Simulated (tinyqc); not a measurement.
Conductivities from two wire lengths.

Inverse problem. A wire with uniform heating p0 per length and ends at the substrate temperature has theta(L/2) = (p0/g)[1 - 1/cosh(L/(2 LH))], LH = sqrt(kap A/g). Find LH, g and kap.

Inputs (values chosen for the exercise):
```
symbol  value   unit             meaning
A         180   nm^2       cross-section
p0      0.047  uW/nm  heating per length
```

theta at the middle for L = 250 and 500 nm (K): [9.6191673, 20.182310]

Solution. With c = cosh(L1/(2 LH)) the longer wire has 2 c^2 - 1. The ratio of the two rises falls steadily from 4 to 1 as c grows, so it fixes c; g and kap follow.

LH = 126.0 nm
g = 1.700 W/(m K)
kap = 150.0 W/(m K)

Numbers from tinyqc (`OMP_NUM_THREADS=1 python tinyqc.py 2520065 2520066 out.jsonl`; about 0.01 s on one thread of a shared Intel Xeon 2.30GHz).
